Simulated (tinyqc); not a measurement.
Delta-doped layer in the Thomas-Fermi potential: sweeps and comparisons. A value that a table varies takes the place of the one given here.

All donors ionised in the plane z = 0, zero temperature, energies from the Fermi level EF of the Thomas-Fermi model, which lies at the bulk band edge; c = hbar^2/2m0, q = e^2/(4 pi eps0). Layer in a (001) plane: two valleys with m_z = ml, m_d = mt (unprimed) and four with m_z = mt, m_d = sqrt(ml mt) (primed); m3 = (ml mt^2)^(1/3), gv = 6. With n = (gv/3 pi^2)(m3 (-V)/c)^(3/2) and V'' = -(4 pi q/eps) n for z > 0, the solution is V = -b/(|z| + z0)^4 with sqrt(b) = 20/K, K = (4 pi q/eps)(gv/3 pi^2)(m3/c)^(3/2), and z0^5 = 4b/(e F0), e F0 = 2 pi q N/eps; 1e13/cm^2 = 1e-3/angstrom^2. Exchange and correlation are left out.

Subbands solve -(c/m_z) psi'' + V psi = E psi on 1280 points of spacing z0/80; up to ten levels for each group, kept if bound with an rms width below 2.5 z0.

Constants: hbar^2/2m0 = 3.80998211 eV angstrom^2; e^2/(4 pi eps0) = 14.39964547 eV angstrom.

Inputs chosen for the exercise (near those of a delta-doped layer in Si; the results hold for these values, not for the real material): ml = 0.939 m0 (longitudinal mass); mt = 0.192 m0 (transverse mass); eps = 11.4 (dielectric constant); Nl = (0.53, 1.1, 2.1, 3.7, 6.4, 11, 17) x 1e13/cm^2 (sheet densities); N = 5.3 x 1e13/cm^2 (donor sheet density).

## Doping density

The well, the lowest level and the filling anew; at zero temperature n_i = g m_d (mu - E_i)/(2 pi c), with mu fixed by sum n_i = N.

Results:

| N (1e13/cm^2) | z0 (angstrom) | depth (eV) | lowest (eV) | next - lowest (eV) | occupied | share of lowest (%) |
|---|---|---|---|---|---|---|
| 0.53 | 35.8 | 0.0376 | -0.0118 | 0.0064 | 2 | 34.3 |
| 1.1 | 30.9 | 0.0675 | -0.0236 | 0.0121 | 2 | 32.9 |
| 2.1 | 27.2 | 0.1132 | -0.0432 | 0.0211 | 3 | 31.5 |
| 3.7 | 24.3 | 0.1781 | -0.0730 | 0.0338 | 3 | 30.2 |
| 6.4 | 21.7 | 0.2762 | -0.1205 | 0.0531 | 3 | 28.9 |
| 11 | 19.5 | 0.4259 | -0.1971 | 0.0825 | 3 | 27.6 |
| 17 | 17.9 | 0.6034 | -0.2918 | 0.1170 | 4 | 26.6 |

The depth grows as N^(4/5) and z0 shrinks as N^(-1/5): factors 16.0 and 2.00 for 32 times the doping. The lowest level deepens faster, with exponent 0.92, since the zero-point energy takes a smaller share of a deeper well (69 % falling to 52 %). The number of occupied subbands is 2 in the first row and 4 in the last. Depths beyond about 0.5 eV stretch parabolic valleys past their range. Up to N = 1.1 the donor spacing exceeds 1.5 Bohr radii (one radius, a0 eps/m with the density-of-states mass, is 19 angstrom), where a uniform sheet is a crude picture of discrete donors (beyond about three radii electrons stay on single donors).

## What each parameter does

z0, depth, lowest level and its rms width. Each row changes one parameter from the base and keeps the others.

Results:

| case | z0 (angstrom) | depth (eV) | lowest (eV) | rms z (angstrom) |
|---|---|---|---|---|
| base | 22.58 | 0.2375 | -0.1015 | 6.25 |
| N = 3.18 x 1e13/cm^2 | 25.01 | 0.1578 | -0.0635 | 7.69 |
| eps = 10.3 | 21.25 | 0.2473 | -0.1032 | 6.13 |
| ml = 1.08 m0 | 21.96 | 0.2309 | -0.1002 | 5.91 |
| mt = 0.163 m0 | 24.11 | 0.2536 | -0.1144 | 6.06 |

The largest shifts from the base row, up to three for each result and ties (the steps differ in size, so this ranks the rows, not the parameters). z0 (angstrom): N +2.43, mt +1.53, eps -1.33. depth (eV): N -0.0797, mt +0.0161, eps +0.0098. lowest (eV): N +0.0380, mt -0.0129, eps -0.0017. rms z (angstrom): N +1.43, ml -0.34, mt -0.20.

Computed by tinyqc, a small Python program: `OMP_NUM_THREADS=1 python tinyqc.py 1281318 1281319 out.jsonl` (the numbers bound the seed that draws the inputs); one thread of a shared host (Intel(R) Xeon(R) Processor @ 2.30GHz), about 0.1 s for the whole set of steps.
